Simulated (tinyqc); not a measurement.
From results to parameters: minimal-basis H2. Computed by the program tinyqc with PySCF.

Problem. For two electrons in the two orbitals of minimal-basis H2, the CIS energies are e2 - e1 - J12 + 2 K12 and e2 - e1 - J12, and E_corr = D - sqrt(D^2 + K12^2) with 2D the energy of the double excitation. Find J12, K12, D, the MP2 energy and the weight of the double excitation.

orbital gap e2 - e1 = 0.58326604 hartree
CIS singlet and triplet energies (hartree): 0.480995  0.022524
FCI correlation energy = -0.08652508 hartree

Solution. Half the singlet-triplet splitting is K12, the gap less the triplet energy is J12, D = (E_corr^2 - K12^2)/(2 E_corr), MP2 is -K12^2/(2 gap), and the weight is c^2/(1 + c^2) with c = E_corr/K12.

J12, K12, D (hartree): 0.561  0.229  0.260
MP2 correlation energy = -0.045047 hartree
weight of the double excitation = 0.1247
